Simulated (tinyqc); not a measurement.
# Monte Carlo simulation of one carrier in a uniform electric field, step by step

A worked calculation. Computed by tinyqc, a small Python program that keeps every step. Command: `OMP_NUM_THREADS=1 python tinyqc.py 3016126 3016127 out.jsonl mcfl walk`. One thread of a shared host (Intel(R) Xeon(R) Processor @ 2.30GHz), about 2 s of CPU time with the checks. Intermediate numbers are printed to about 5 digits and carried at full precision; extremes and crossings named in words are read from the listed rows.

The force e F acts along +z. Flights end at the constant total rate Gamma; the part of Gamma that the real rates do not fill is self-scattering, which leaves k unchanged. One valley, no impurities and no intervalley scattering.

Inputs (values chosen for the exercise, modelled on CdS):
```
quantity                                             value    unit
effective mass m                                     0.206     m_0
non-parabolicity alpha                                 0.3    1/eV
static permittivity eps_s                              8.7       -
high-frequency permittivity eps_inf                    5.3       -
density rho                                           4820  kg/m^3
sound velocity v_l                                    4520     m/s
acoustic deformation potential D_A                     8.2      eV
optical phonon energy hbar w                          37.3     meV
lattice temperature T                                   77       K
electric field F                                      0.24   kV/cm
energy E_max up to which Gamma must cover the rates    0.6      eV
seed of the random numbers                           87799       -
```

Crystal: polar. Band: Kane.

starting wave vector (1/nm): 0.079  -0.23  -0.1

Constants: k_B = 1.380649e-23 J/K; e = 1.602176634e-19 C; hbar = 1.054571817e-34 J s; m_0 = 9.1093837015e-31 kg; hbar = 6.582119569e-16 eV s; eps_0 = 8.8541878128e-12 F/m; k_B = 8.617333262e-05 eV/K.

## Total rate Gamma

Kane band: hbar^2 k^2/(2 m) = E (1 + alpha E), speed v = hbar k/(m (1 + 2 alpha E)), states per spin, volume and energy g(E) = m k (1 + 2 alpha E)/(2 pi^2 hbar^2); overlap factors are set to 1. Masses are multiplied by m_0 and all formulas are in SI units. Phonon occupation N_q = 1/(exp(hbar w/(k_B T)) - 1). Acoustic deformation potential (elastic, equipartition, absorption and emission together): 1/tau = 2 pi k_B T D_A^2 g(E)/(hbar rho v_l^2). Polar optical, unscreened: W = e^2 w (1/eps_inf - 1/eps_s) m (1 + 2 alpha E') ln|(k + k')/(k - k')| / (4 pi eps_0 hbar^2 k), times N_q for absorption (E' = E + hbar w) and N_q + 1 for emission (E' = E - hbar w > 0), with alpha = 0 for a parabolic band; mean cosine of the angle <cos> = (k^2 + k'^2)/(2 k k') - 1/ln|(k + k')/(k - k')|. Gamma is 1.05 times the largest total rate on the grid E = (j + 1/2) E_max/400, j = 0..399.

largest total rate = 50.442 1e12/s

energy of the largest rate = 150.75 meV

Gamma = 52.964 1e12/s

## Flight 1

Random numbers (0.02 to 0.98, from up to 60 sets tried for early real events), one row a flight:
```
       r1      r2      r3      r4
1  0.1123  0.2635  0.1980  0.3802
2  0.6364  0.8594  0.1463  0.4100
3  0.5369  0.8902  0.1336  0.7416
4  0.2268  0.0995  0.1028  0.8524
5  0.5555  0.2106  0.7244  0.1839
6  0.4245  0.1354  0.7926  0.0813
7  0.7211  0.7280  0.0646  0.7706
```

Flight: t = -ln(r1)/Gamma; k_z grows by e F t/hbar; E follows from the band; dz = (E_end - E_start)/(e F). Use row 1 of the random numbers.

flight time t = 41.284 fs

k at the end of the flight (1/nm): 0.07900  -0.23000  -0.09849

energy at the end = 12.684 meV

displacement dz = -2.2852 nm

## Scattering event 1

Choice: with cumulative rates in the order acoustic, absorption, emission, the process is the first whose sum exceeds r2 Gamma; if none, self-scattering. Final state: E' = E, E + hbar w or E - hbar w gives k'. Isotropic processes: cos(theta) = 1 - 2 r3 from the z axis, phi = 2 pi r4, k' (sin theta cos phi, sin theta sin phi, cos theta). Polar processes: cos(b) = [1 + xi - (1 + 2 xi)^r3]/xi, xi = 2 k k'/(k - k')^2, b from the old direction n; new direction cos b n + sin b (cos phi e1 + sin phi e2), e1 = (z x n)/|z x n|, e2 = n x e1.

cumulative rates (1e12/s): acoustic 0.25090, absorption 0.50634, emission 0.50634

r2 Gamma = 13.956 1e12/s

Process chosen: self-scattering

k after event 1, the start of the next flight (1/nm): 0.07900  -0.23000  -0.09849

## Flight 2

Use row 2 of the random numbers.

flight time t = 8.5327 fs

k at the end of the flight (1/nm): 0.07900  -0.23000  -0.09818

energy at the end = 12.673 meV

displacement dz = -0.46800 nm

## Scattering event 2

The formulas are those given above.

cumulative rates (1e12/s): acoustic 0.25078, absorption 0.50623, emission 0.50623

r2 Gamma = 45.517 1e12/s

Process chosen: self-scattering

k after event 2, the start of the next flight (1/nm): 0.07900  -0.23000  -0.09818

## All printed flights

Drift estimate: sum dz / sum t.

Flights:
```
flight  t (fs)  E at the end (meV)  dz (nm)          process  k_x (1/nm)  k_y (1/nm)  k_z (1/nm)
1       41.284              12.684  -2.2852  self-scattering       0.079       -0.23   -0.098495
2        8.533              12.673  -0.4680  self-scattering       0.079       -0.23   -0.098184
3       11.743              12.658  -0.6416  self-scattering       0.079       -0.23   -0.097755
4       28.013              12.621  -1.5194  self-scattering       0.079       -0.23   -0.096734
5       11.100              12.607  -0.5976  self-scattering       0.079       -0.23   -0.096329
6       16.178              12.586  -0.8666  self-scattering       0.079       -0.23   -0.095739
7        6.174              12.578  -0.3293  self-scattering       0.079       -0.23   -0.095514
```

drift estimate from these flights = -54523 m/s

7 of the 7 flights end in self-scattering. So few flights say little about the drift velocity: the estimate is noise at this length.

## Low-field mobility from the linear Boltzmann equation

On the grid E_j = (j + 1/2) hbar w/12 up to 20 k_B T + 2 hbar w, solve (sum of rates) l(E) = v(E) + W_abs <cos> l(E + hbar w) + W_em <cos> l(E - hbar w); mu_0 = e sum g v l exp(-E/k_B T)/(3 k_B T sum g exp(-E/k_B T)).

low-field mobility mu_0 = 16763 cm^2/(V s)

## Long runs: velocity against field

Each row: 250 carriers from a thermal start, 1600 flights each, the first half discarded, random numbers not printed; the error is the standard error over ten groups; the mean energy is taken at the ends of flights, which sample time evenly. Fields at which more than 0.02 % of the events exceed Gamma are left out.

Monte Carlo results:
```
F (kV/cm)  drift velocity (1e5 m/s)  error (1e5 m/s)  mu_0 F (1e5 m/s)  mean energy (meV)  real events (%)
0.06                          0.132            0.018            0.1006               11.3             1.41
0.12                          0.211            0.023            0.2012               13.5             1.46
0.24                          0.322            0.018            0.4023               14.0             1.47
0.48                          0.527            0.023            0.8046               14.9             1.56
0.96                          0.750            0.013            1.6092               15.1             1.80
```

At the lowest field the drift velocity is 1.31 +/- 0.18 of the ohmic value mu_0 F, at the highest 0.47 +/- 0.01. The mean energy goes from 11 to 15 meV against the parabolic-band thermal value 3 k_B T/2 = 10 meV: the carriers heat, more of them reach the emission threshold, where they lose momentum, and the curve bends below the ohmic line. Only 1 to 2 % of the events are real; the rest is the price of a constant Gamma. Where hbar w is several k_B T, energy relaxes slowly and the low-field energies may still be drifting.

Checks made by the program: energy gained in the printed flights against e F dz (relative difference 3e-08).
